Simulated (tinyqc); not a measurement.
Solubility, supersaturation, precipitation and gettering of an impurity in a silicon-like host: one step, computed by the program tinyqc. Command: `OMP_NUM_THREADS=1 python tinyqc.py 3010874 3010875 out.jsonl ripen walk`. One thread of a shared host (Intel(R) Xeon(R) Processor @ 2.30GHz), about 0.01 s of CPU time with the checks.

The wafer was saturated at T1 and is then held at T.

Question. Denuded zone. Near a surface held at C_eq(T) the excess decays by out-diffusion over sqrt(D t) and by capture over L_s = sqrt(D tau_f) = (4 pi n r_f)^(-1/2); the shorter length sets the depth from which the surface draws.

Inputs (values chosen for the exercise, modelled on gold in silicon):
```
quantity                      value        unit
temperature of saturation T1   1450           K
anneal temperature T           1058           K
anneal time t                  5100           s
wafer thickness w               625  micrometre
```

Gettering: relaxation gettering at sinks.

D(T) = 1.266420e-09 cm^2/s

tau_f = 16857.19 s

Give: sqrt(D t); capture length L_s; L_s/w.

Answer.

sqrt(D t) = 25.414 micrometre

capture length L_s = 46.204 micrometre

L_s/w = 0.073927

In the time given a surface draws only from within about sqrt(D t), which is shorter than L_s; in a longer anneal the sinks would keep this depth to about L_s.
